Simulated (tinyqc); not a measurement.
Disorder broadening of a one-dimensional band in the self-consistent Born approximation: two steps of the calculation.

The local Green function is G = g0(z - Sigma) with z = E + i eta and g0(z) = 1/(sqrt(z - 2t) sqrt(z + 2t)), principal roots; the self-energy is Sigma = D G. The density of states is -Im G/pi.

Values chosen for this exercise:

| symbol | value | unit | meaning |
|---|---|---|---|
| t | 1 | eV | hopping |
| D | 0.63 | eV^2 | variance of the random site energy |
| eta | 0.01 | eV | bare broadening |
| E | -0.729 | eV | energy from the band centre |
| mix | 0.7 |  | mixing |

Constants: q = 1.602176634e-19 C, hbar = 1.054571817e-34 J s. Results are converted to the units shown.

Task 1. Born step. G = g0(z - Sigma), Sigma(out) = D G, Sigma(new) = Sigma + mix (Sigma(out) - Sigma).

Sigma after iteration 1 = -0.00049764-0.23678539i eV

Wanted: G; Sigma(out); Sigma after iteration 2.

Result 1.

G = -0.0269-0.5302i 1/eV
Sigma(out) = -0.0170-0.3340i eV
Sigma after iteration 2 = -0.0120-0.3048i eV

Task 2. Density of states and lifetime. G = Sigma/D, density of states -Im G/pi, lifetime hbar/(2 |Im Sigma|); without disorder the density of states is -Im g0(z)/pi.

converged Sigma = -0.02175125-0.32919502i eV

Find: density of states; lifetime; density of states without disorder.

Result 2.

density of states = 0.16633 1/eV
lifetime = 0.99973 fs
density of states without disorder = 0.17091 1/eV

Disorder makes the density of states at this energy 2.7 % below the clean value.

Range of the model: The self-consistent Born approximation misses band tails from rare fluctuations and localisation.

Computed by the program tinyqc: `OMP_NUM_THREADS=1 python tinyqc.py 2720002 2720003 out.jsonl`, one thread of a shared Intel Xeon 2.30GHz, about 0.01 s for the whole run.
